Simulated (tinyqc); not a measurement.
Three-level Kane dispersion of a narrow-gap semiconductor: one step. Plasma and cyclotron energies. Three cases, with inputs chosen for the exercise.

Problem. hbar wp = sqrt(8 pi c (e^2/4 pi eps0) n/(eps m)), hbar wc = 2 muB B/m (classical limit), with m = m(EF) and, for comparison, the edge mass; n in angstrom^-3.

Constants: hbar^2/2m0 = 3.80998211 eV angstrom^2; e^2/(4 pi eps0) = 14.39964547 eV angstrom; muB = 5.788381798e-05 eV/T.

Give: hbar wp with m(EF), with m0*; hbar wc with m(EF), with m0*.

Case 1.

Values chosen (out of a larger set: near those of HgTe; not measured data): n = 4.5e+18 cm^-3 (electron density); eps = 15.2 (high-frequency dielectric constant); B = 2.7 T (magnetic field).

m(EF) = 0.0541248 m0
m0* = 0.0228497 m0

Solution.

hbar wp with m(EF), with m0* (meV): [86.84, 133.66]

hbar wc with m(EF), with m0* (meV): [5.78, 13.68]

EF - Ec = 255.8 meV is 44 times hbar wc, so the classical value applies.

Case 2.

Values chosen (out of a larger set: a narrow-gap II-VI alloy; not measured data): n = 2.5e+18 cm^-3 (electron density); eps = 13 (high-frequency dielectric constant); B = 0.4 T (magnetic field).

m(EF) = 0.0441570 m0
m0* = 0.0141427 m0

Solution.

hbar wp with m(EF), with m0* (meV): [77.49, 136.93]

hbar wc with m(EF), with m0* (meV): [1.05, 3.27]

EF - Ec = 228.0 meV is 217 times hbar wc, so the classical value applies.

Case 3.

Values chosen (out of a larger set: near those of HgTe; not measured data): n = 1.5e+17 cm^-3 (electron density); eps = 14.7 (high-frequency dielectric constant); B = 3.5 T (magnetic field).

m(EF) = 0.0288347 m0
m0* = 0.0236053 m0

Solution.

hbar wp with m(EF), with m0* (meV): [22.09, 24.41]

hbar wc with m(EF), with m0* (meV): [14.05, 17.17]

hbar wc is not small against EF - Ec = 39.2 meV, so fewer than ten Landau levels are filled and the classical value is only a guide.

Computed by tinyqc, one run a case: `OMP_NUM_THREADS=1 python tinyqc.py N N+1 out.jsonl` with N = 1080234, 1080301, 1080415; one thread of a shared Intel(R) Xeon(R) Processor @ 2.30GHz, about 0.01 s a run at most.
